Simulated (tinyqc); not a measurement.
Worked calculation: current of a Schottky diode by thermionic-emission-diffusion theory, and its read-back from I-V-T and C-V data. Computed by tinyqc, a small Python program that keeps every step. Command: `OMP_NUM_THREADS=1 python tinyqc.py 3015715 3015716 out.jsonl schottky walk`. One thread of a shared host (Intel(R) Xeon(R) Processor @ 2.30GHz), about 0.01 s of CPU time with the checks. Intermediate numbers are printed to about 7 digits and carried at full precision; extremes and crossings named in words are read from the listed rows.

Full ionisation, no tunnelling, no recombination current. V is the voltage across the junction itself, forward positive.

Inputs (values chosen for the exercise, modelled on n-type amorphous oxide):

| quantity | value | unit |
|---|---|---|
| Richardson constant A* | 40.4 | A/(cm^2 K^2) |
| effective density of states at 300 K, N_c | 4.8e+18 | 1/cm^3 |
| permittivity eps | 10 | - |
| mobility mu | 8.8 | cm^2/(V s) |
| barrier without image force phi_0 | 0.707 | eV |
| doping N | 2.1e+16 | 1/cm^3 |
| series resistance R_s | 0.062 | milliohm cm^2 |
| junction voltage V | 0.29 | V |
| temperature T | 250 | K |

Barrier: uniform.

Constants: k_B = 8.617333262e-05 eV/K; e = 1.602176634e-19 C; eps_0 = 8.8541878128e-12 F/m.

## Barrier at the given bias

N_c(T) = N_c (T/300 K)^(3/2); V_bi = phi_0 - (k_B T/e) ln(N_c(T)/N); surface field F = sqrt(2 e N (V_bi - V - k_B T/e)/(eps eps_0)); image lowering d_phi = sqrt(e F/(4 pi eps eps_0)); effective barrier phi = phi_0 - d_phi.

built-in voltage V_bi = 0.5958716 V

surface field F = 46.48528 kV/cm

image lowering = 25.87222 meV

effective barrier phi = 0.6811278 eV

## Current

Collection velocity v_R = A* T^2/(e N_c(T)); diffusion velocity v_D = mu F; J = e N_c(T) v_R/(1 + v_R/v_D) exp(-phi/k_B T) [exp(e V/k_B T) - 1]. Terminal voltage V + J R_s.

v_R = 4316002 cm/s

v_D = 409070.5 cm/s

current density J = 0.002850108 A/cm^2

terminal voltage = 0.2900002 V

v_D/v_R = 0.0948: drift and diffusion through the depletion layer limit the current.

## Read-back from the I-V curve

Ideality n = (e/k_B T)/(d ln J/dV) by a central difference of +/- 1 mV; J_0 = J exp(-e V/(n k_B T)); apparent barrier phi_IV = k_B T ln(A* T^2/J_0); a C-V plot gives phi_CV = phi_0, the mean without lowering.

ideality factor n = 1.060841

extrapolated J_0 = 8.790373e-09 A/cm^2

apparent barrier phi_IV = 0.7172069 eV

phi_CV - phi_IV = -10.20687 meV

n exceeds 1 because forward bias lowers the field, which weakens the image lowering and v_D.

## Temperature series and Richardson plot

A least-squares line of ln(J_0/T^2) against 1/(k_B T) gives a barrier (minus the slope) and a Richardson constant (exp of the intercept).

At the same junction voltage:

| T (K) | 1/k_B T (1/eV) | n | J_0 (A/cm^2) | phi_IV (eV) | ln(J_0/T^2) |
|---|---|---|---|---|---|
| 200 | 58.02259 | 1.047629 | 2.496238e-12 | 0.7068230 | -37.31287 |
| 250 | 46.41807 | 1.060841 | 8.790373e-09 | 0.7172069 | -29.59253 |
| 300 | 38.68173 | 1.078361 | 2.160853e-06 | 0.7277700 | -24.45257 |
| 350 | 33.15577 | 1.102700 | 1.162960e-04 | 0.7381542 | -20.77524 |
| 400 | 29.01130 | 1.138846 | 2.453133e-03 | 0.7477139 | -17.99332 |
| 450 | 25.78782 | 1.198363 | 2.861606e-02 | 0.7550508 | -15.77228 |

barrier from the Richardson plot = 0.6671635 eV

Richardson constant from the plot = 3.966639 A/(cm^2 K^2)

From 200 to 450 K n goes from 1.048 to 1.198 and phi_IV from 0.707 to 0.755 eV. The plot returns 0.667 eV against phi_0 = 0.707 and a constant 0.0982 times the true A*: the diffusion step lowers the prefactor.

## Forward curve with series resistance

Terminal voltage V + J R_s; apparent ideality from neighbouring rows, (e/k_B T) dV_terminal/d ln J.

Forward curve; the last column belongs to the interval up to the next row:

| V (V) | J (A/cm^2) | terminal voltage (V) | apparent n |
|---|---|---|---|
| 0.138 | 3.412004e-06 | 0.1380000 | 1.042084 |
| 0.192 | 3.781285e-05 | 0.1920000 | 1.048975 |
| 0.246 | 4.124843e-04 | 0.2460000 | 1.057519 |
| 0.299 | 4.224079e-03 | 0.2990003 | 1.069863 |
| 0.353 | 4.398295e-02 | 0.3530027 | 1.089991 |
| 0.407 | 4.389891e-01 | 0.4070272 | 1.129980 |
| 0.460 | 3.906806e+00 | 0.4602422 | 1.253402 |
| 0.514 | 3.069322e+01 | 0.5159030 | - |

The resistance takes over where J R_s exceeds k_B T/e, at J = 347 A/cm^2, which these rows hardly reach.

Checks made by the program: v_D = mu F against the drift-diffusion integral over the parabolic barrier, a ratio 2 y Dawson(y) with y^2 = (V_bi - V)/(k_B T/e) - 1 (relative difference 4e-02).
